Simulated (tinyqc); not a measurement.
Permittivity and interlayer from two capacitances.

Problem. A two-layer stack has Cox = eps0/(t1/e1 + t2/e2) and EOT = 3.9 eps0/Cox. Find e2, the EOT of layer 1 and, with e1 given, t1.

Parameters, values chosen for the exercise: relative permittivity of layer 1 e1 = 3.97.

Constants: eps0 = 8.8541878128e-14 F/cm where lengths are in cm. Results are converted to the units shown.

Cox at t2 = 2.1 and 7.5 nm (uF/cm^2): 1.7808349  1.1975710

Solution. EOT is linear in t2 with slope 3.9/e2, and its intercept is the EOT of layer 1.

e2 = 22.30
EOT of layer 1 = 1.572 nm
t1 = 1.600 nm

Computed by the program tinyqc: `OMP_NUM_THREADS=1 python tinyqc.py 2010093 2010094 out.jsonl`, one thread of a shared Intel Xeon 2.30GHz, about 0.01 s for the whole run.
